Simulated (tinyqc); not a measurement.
# Changing the background pressure p

Model: vacuum evaporation: vapour pressure, source flux, thickness distribution, purity and step coverage. Computed by tinyqc, a small Python program. Command: `OMP_NUM_THREADS=1 python tinyqc.py 3111137 3111138 out.jsonl evap sweep`. One thread of a shared host (Intel(R) Xeon(R) Processor @ 2.30GHz), about 0.01 s of CPU time with the checks.

Molecular flow, unit sticking of the metal, no re-evaporation. The background gas is taken as water vapour (18.015 g/mol, collision diameter 0.37 nm) at 300 K.

Inputs (values chosen for the exercise, modelled on nickel, with constants for the liquid): molar mass M = 58.69 g/mol; film density rho = 8.9 g/cm^3; vapour-pressure constant A = 11.68; vapour-pressure constant B = 20830 K; source temperature T = 1900 K; source area = 0.22 cm^2; directionality n = 4; source-to-wafer distance h = 22 cm; wafer radius R = 15 cm; sticking of background gas = 0.9.

Constants: u = 1.6605390666e-27 kg; k_B = 1.380649e-23 J/K; R = 8.314462618 J/(mol K).

Method:
- log10(p_v/Pa) = A - B/T; flux from the surface Phi = p_v/sqrt(2 pi m k_B T), m = M u.
- Mass loss = Phi x area x m; heat of evaporation = ln(10) R B; d ln Phi/dT = ln(10) B/T^2 - 1/(2 T).
- A small source emits (n + 1) Phi area cos^n(phi)/(2 pi) per solid angle; on a parallel plane at height h and lateral distance l the arrival rate is (n + 1) Phi area/(2 pi h^2) x (1 + (l/h)^2)^(-(n + 3)/2). Growth rate = arrival rate x m/rho, m = M u. The wafer is fixed and centred above the source.
- Mean free path lambda = k_B T_g/(sqrt2 pi d^2 p); unscattered share exp(-h/lambda); gas arrival p/sqrt(2 pi m_g k_B T_g); impurity ratio = sticking x gas arrival/metal arrival; monolayer time = 1e15 cm^-2/(sticking x gas arrival).

One run for each value:
```
background pressure p (Pa)  impurity ratio  unscattered share  monolayer time (s)  mean free path (m)
1.00e-08                         2.169e-05             1.0000           3.100e+04           6.810e+05
1.00e-07                         2.169e-04             1.0000           3.100e+03           6.810e+04
1.00e-06                         2.169e-03             1.0000           3.100e+02           6.810e+03
1.00e-05                         2.169e-02             0.9997           3.100e+01           6.810e+02
1.00e-04                         2.169e-01             0.9968           3.100e+00           6.810e+01
1.00e-03                         2.169e+00             0.9682           3.100e-01           6.810e+00
1.00e-02                         2.169e+01             0.7239           3.100e-02           6.810e-01
1.00e-01                         2.169e+02             0.0395           3.100e-03           6.810e-02
```

What does the table show?

Over the rows, impurity ratio rises from 2.17e-5 to 217 (exponent d ln y / d ln x about 1.0 throughout); unscattered share falls from 1.000 to 0.0395; monolayer time (s) falls from 31000 to 0.00310 (exponent d ln y / d ln x about -1.0 throughout).

Caution (rows 0.00100, 0.0100, 0.100): more gas than metal sticks, so a compound rather than a metal film would grow.
